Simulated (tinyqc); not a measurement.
Worked calculation: Heisenberg magnet: exchange from energy differences, ordering vector, linear spin waves and ordering temperature. Computed by tinyqc, a small Python program that keeps every step. Command: `OMP_NUM_THREADS=1 python tinyqc.py 3006321 3006322 out.jsonl magnon walk`. One thread of a shared host (Intel(R) Xeon(R) Processor @ 2.30GHz), about 0.03 s of CPU time with the checks. Intermediate numbers are printed to about 6 digits and carried at full precision; extremes and crossings named in words are read from the listed rows.

H = -sum over pairs <ij> J_ij S_i.S_j - K sum_i (S_i^z)^2, each pair once, J > 0 ferromagnetic. First neighbours: 4 at a (1, 0), second: 4 at a (1, 1), with all permutations and signs.

Inputs (values chosen for the exercise, for a model magnet):
```
quantity                 value      unit
exchange J1                 -3       meV
exchange J2              -0.46       meV
spin S                     1.5         -
single-ion anisotropy K  0.012       meV
lattice constant a        5.91  angstrom
mesh divisions n            60         -
temperature T               34         K
```

Lattice: square. Order: Neel (nearest neighbours antiparallel).

wave vector q (2 pi/a): 0.31  0.22

Constants: h x 1 THz = 4.135667696 meV; k_B = 8.617333262e-05 eV/K.

## Energies of ordered states

J(q) = J1 g1(q) + J2 g2(q), g_s(q) = sum over shell s of cos(q.R). A classical spiral or collinear state of wave vector Q has the exchange energy -(S^2/2) J(Q) per site.

States, Q in 2 pi/a:
```
Q             g1  g2  energy (meV/site)
G (0, 0)       4   4              15.57
X (0.5, 0)     0  -4              -2.07
M (0.5, 0.5)  -4   4             -11.43
```

The lowest of these is M (0.5, 0.5), 9.360 meV per site below X (0.5, 0).

## Back from energy differences to J1 and J2

Subtract the first row of the table from the second and third: dE = -(S^2/2)(dg1 J1 + dg2 J2), two equations for two unknowns, as in mapping total energies onto a spin model.

coefficients:
```
    J1   J2
1  4.5  9.0
2  9.0  0.0
```

energy differences (meV/site): -17.64  -27.00

J1, J2 (meV): -3.00  -0.46

## Magnon energy at q

g_s(q) = sum over shell s of cos(q.R), z1 = g1(0). A(q) = S [-J1 g1(0) + J2 (g2(0) - g2(q))] + (2S - 1) K, B(q) = S J1 g1(q), E(q) = sqrt(A^2 - B^2). The factor 2S - 1 removes the anisotropy for S = 1/2.

g1(q) = -0.361486

g2(q) = -0.275919

E(q) = 14.9856 meV

frequency = 3.62350 THz

## Long waves and the gap

sum R_x^2 over the shells is s1 = 2 a^2 and s2 = 4 a^2. Without K, E = c q with c = S sqrt(z1 |J1| (|J1| s1 + J2 s2)); the gap is E(0) = sqrt(k (k + 2 S z1 |J1|)), k = (2S - 1) K.

spin-wave velocity c = 62.6348 meV angstrom

gap = 0.929826 meV

Exchange enhances the gap to 38.7 times (2S - 1) K, the geometric mean of anisotropy and exchange.

## Dispersion

The formulas are those given above.

Energies (meV); X = (0.5, 0), M = (0.5, 0.5) in 2 pi/a:
```
line  fraction of the way     E(q)  sqrt(gap^2 + c^2 q^2)
G-X                  0.10   3.4172                 3.4569
G-X                  0.25   7.7670                 8.3755
G-X                  0.50  12.3284                16.6734
G-X                  0.75  13.0488                24.9885
G-X                  1.00  12.5040                33.3079
G-M                  0.10   4.7300                 4.7995
G-M                  0.20   8.9073                 9.4630
G-M                  0.30  12.2910                14.1564
G-M                  0.40  14.4971                18.8574
G-M                  0.50  15.2640                23.5614
```

At the end of the G-X rows the long-wave form is 2.66 times the true energy. At the end of the G-M rows the long-wave form is 1.54 times the true energy. It holds to 5 % in 2 of the ten rows; nearer the zone boundary the cosine flattens the band.

## Loss of moment

Mesh: q = sum_i (m_i + 1/2)/n b_i, m_i = 0..n-1, b = [[1, 0], [0, 1]] in 2 pi/a; <..> is the mean over the mesh. n = 1/(exp(E/(k_B T)) - 1); zero-point loss <A/(2E) - 1/2>, thermal loss <(A/E) n>; moment = S less the losses.

zero-point loss = 0.233061

thermal loss = 0.207696

moment <S^z> = 1.05924

Zero-point motion removes 15.5 % of S. The thermal loss is 13.85 % of S.

## Ordering temperature

K left out. Mean field: k_B T = S (S + 1) J(Q)/3 at the ordering vector Q; random-phase (Tyablikov): k_B T = [S (S + 1)/3] / <1/(J(Q) - J(q))>, which diverges in two dimensions and gives 0; Curie-Weiss theta = S (S + 1) J(0)/(3 k_B).

mean-field ordering temperature = 147.377 K

random-phase ordering temperature = 0 K

Curie-Weiss temperature = -200.758 K

|theta|/T(mean field) = 1.36: above 1, as the antiferromagnetic J2 is frustrated.

Checks made by the program: the long-wave formula against the dispersion (relative difference 5e-06).
